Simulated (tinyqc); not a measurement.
## Slope factor and drain-induced lowering from three currents

Question. With source and body at 0 V, I = A exp((Vg + dd Vd)/(nf Vt)) (1 - exp(-Vd/Vt)). Find nf, the swing nf Vt ln 10 and dd.

Parameters, values chosen for the exercise: temperature T = 300 K.

Constants: q = 1.602176634e-19 C, kB = 1.380649e-23 J/K, Vt = kB T/q. Results are converted to the units shown.

currents at (Vg, Vd) = (0, 0.05), (0, 0.7) and (0.11, 0.7) V (nA/um): 0.012998054  0.12349428  2.3709571

Solution. The pair at equal Vd gives nf; the pair at equal Vg, after dividing out the factors 1 - exp(-Vd/Vt), gives dd.

nf = 1.440
swing = 85.72 mV/decade
dd = 0.1200

Program tinyqc, `OMP_NUM_THREADS=1 python tinyqc.py 2242144 2242145 out.jsonl`; Intel Xeon 2.30GHz, shared host, one thread, about 0.03 s.
